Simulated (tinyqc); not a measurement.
# Input admittance of a MOSFET at zero drain bias: distributed channel and distributed gate: input impedance against frequency

Source and drain grounded, strong inversion, w = 2 pi f, Cox = eps0 eox/tox. The channel is an RC line of resistance 1/(mu Cox Vo) per square fed from both ends, so one finger has the intrinsic admittance y = i w Cox L tanh(g)/g per width, g = (1/2) sqrt(i w tau), tau = L^2/(mu Vo). The vertical resistance rv/L is in series with y, the overlaps 2 i w Cov in parallel: y_t = 1/(1/y + rv/L) + 2 i w Cov. The gate strip is a line of Rsh/L per length loaded by y_t, so a finger has Y = y_t Wf tanh(k)/k, k = (Wf/sd) sqrt(y_t Rsh/L); the device has Nf Y.

Low-frequency limits, with c = Cox L and ct = c + 2 Cov: R_strip = Rsh Wf/(3 sd^2 L Nf), R_ch = (c/ct)^2 L/(12 mu Cox Vo Wf Nf), R_vert = (c/ct)^2 rv/(L Wf Nf), C = ct Wf Nf. Z = 1/(Nf Y) = R + 1/(i w C), Q = |Im Z|/R, far-point signal |1/cosh k|.

Inputs (values chosen for the exercise); values of the order met in silicon radio-frequency transistors:

| symbol | value | unit | meaning |
|---|---|---|---|
| eox | 7.4 |  | relative permittivity of the gate insulator (close to silicon nitride) |
| tox | 15 | nm | insulator thickness |
| L | 0.46 | um | channel length |
| Wf | 13 | um | finger width |
| Nf | 64 |  | number of fingers |
| mu | 190 | cm^2/(V s) | channel mobility |
| Vo | 0.75 | V | gate overdrive |
| Rsh | 5.4 | ohm/square | sheet resistance of the gate |
| rv | 5.7 | ohm um^2 | vertical resistivity of the gate stack |
| sd | 1 |  | number of ends at which a finger is contacted |
| Cov | 0.2 | fF/um | overlap and fringe capacitance on each side |

Constants: eps0 = 8.8541878128e-14 F/cm where lengths are in cm. Results are converted to the units shown.

The same in every row: low-frequency R (ohm) = 1.3200.

Input impedance against frequency:
```
f (GHz)     w tau      |k|  R (ohm)  C (fF)        Q  signal at the far point
0.4      0.037320  0.10960   1.3200  2004.5   150.37                  0.99997
0.9      0.083970  0.16440   1.3200  2004.5   66.834                  0.99986
2         0.18660  0.24506   1.3199  2004.2   30.081                  0.99930
5         0.46650  0.38731   1.3195  2002.6   12.046                  0.99567
10        0.93300  0.54691   1.3181  1996.8   6.0471                  0.98308
30         2.7990  0.93273   1.3036  1940.1   2.0976                  0.87687
60         5.5980   1.2615   1.2667  1792.3   1.1683                  0.69630
100        9.3300   1.5095   1.2114  1568.1  0.83785                  0.54889
300        27.990   2.0201  0.97541  860.89  0.63177                  0.34665
```

R falls from 1.32 to 0.975 ohm and C falls from 2000 to 861 fF. Q goes as f^(-1.00) between the first two rows and f^(-0.26) between the last two, where w tau = 28.0 and |k| = 2.02. The low-frequency limits hold both R and C within 5 % up to f = 30 GHz among the rows.

Program tinyqc, `OMP_NUM_THREADS=1 python tinyqc.py 2262210 2262211 out.jsonl`; Intel Xeon 2.30GHz, shared host, one thread, about 0.01 s.
